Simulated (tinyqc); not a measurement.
## Gain of the pnp from the holding current

Inverse problem. On state with both base-emitter voltages at Von: npn base current Ib = (Von/Rs + bp Von/Rw)/(bn bp - 1), holding current Ih = (bn + 1) Ib + Von/Rs. Find bp.

Inputs (values chosen for the exercise):

| symbol | value | unit | meaning |
|---|---|---|---|
| bn | 7.5 |  | current gain of the npn |
| Rs | 490 | ohm | substrate resistance shunting the npn |
| Rw | 980 | ohm | well resistance shunting the pnp |
| Von | 0.81 | V | base-emitter voltage in the on state |

Ih = 3.1833704 mA

Answer. Ih gives Ib, and Ib (bn bp - 1) = Von/Rs + bp Von/Rw is linear in bp.

bp = 3.500

Computed by the program tinyqc: `OMP_NUM_THREADS=1 python tinyqc.py 2670003 2670004 out.jsonl`, one thread of a shared Intel Xeon 2.30GHz, about 0.05 s for the whole run.
